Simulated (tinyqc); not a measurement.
Luttinger-Kohn k.p, four valence bands, step by step. Computed by tinyqc, a small Python program that keeps every step. Settings: g1 = 4.13, g2 = 0.43, g3 = 0.89. Command: `OMP_NUM_THREADS=1 python tinyqc.py 31976 31977 out.jsonl` (the two numbers bound the seeds that draw the settings). One thread of a shared host (Intel(R) Xeon(R) Processor @ 2.60GHz), about 0.01 s of CPU time with the checks.

## Bloch Hamiltonian at k

Luttinger parameters chosen for this model; energies are counted downward from the top of the valence band:
```
parameter,value,unit
g1,4.130000,
g2,0.430000,
g3,0.890000,
```

k point k (1/angstrom): 0.001000  -0.007000  0.019000

P = c g1 k^2, Q = c g2 (kx^2 + ky^2 - 2 kz^2), R = c sqrt3 [-g2 (kx^2 - ky^2) + 2i g3 kx ky], S = 2 c sqrt3 g3 (kx - i ky) kz, c = hbar^2/2m = 3.809982 eV angstrom^2; rows [P+Q, -S, R, 0], [-S*, P-Q, 0, R], [R*, 0, P-Q, S], [0, R*, S*, P+Q]. The path ends lie at |k| = 0.05 1/angstrom.

H(k) at k (eV):
```
,3/2,1/2,-1/2,-3/2
3/2,0.005366,-0.000223-0.001562i,0.000136-0.000082i,0.000000
1/2,-0.000223+0.001562i,0.007568,0.000000,0.000136-0.000082i
-1/2,0.000136+0.000082i,0.000000,0.007568,0.000223+0.001562i
-3/2,0.000000,0.000136+0.000082i,0.000223-0.001562i,0.005366
```

## Levels at k

Diagonalise the Hermitian matrix.

eigenvalues (eV): 0.004536  0.004536  0.008398  0.008398

## Bands along a path

The same steps at evenly spaced points between the labelled ones.

Bands along the path (eV):
```
k,band 1,band 2,band 3,band 4
[111],0.022384,0.022384,0.056292,0.056292
[111]-G 0.25,0.012591,0.012591,0.031665,0.031665
[111]-G 0.50,0.005596,0.005596,0.014073,0.014073
[111]-G 0.75,0.001399,0.001399,0.003518,0.003518
G,0.000000,0.000000,0.000000,0.000000
G-[100] 0.25,0.001947,0.001947,0.002971,0.002971
G-[100] 0.50,0.007787,0.007787,0.011882,0.011882
G-[100] 0.75,0.017520,0.017520,0.026735,0.026735
[100],0.031147,0.031147,0.047530,0.047530
```

## Hole masses

E = c [g1 k^2 -/+ 2 sqrt(g2^2 k^4 + 3 (g3^2 - g2^2)(kx^2 ky^2 + ky^2 kz^2 + kz^2 kx^2))] with c = hbar^2/2m, and m* = hbar^2 k^2 / (2 E).

Masses (electron masses):
```
direction,heavy,light
[100],0.305810,0.200401
[110],0.395316,0.174509
[111],0.425532,0.169205
```
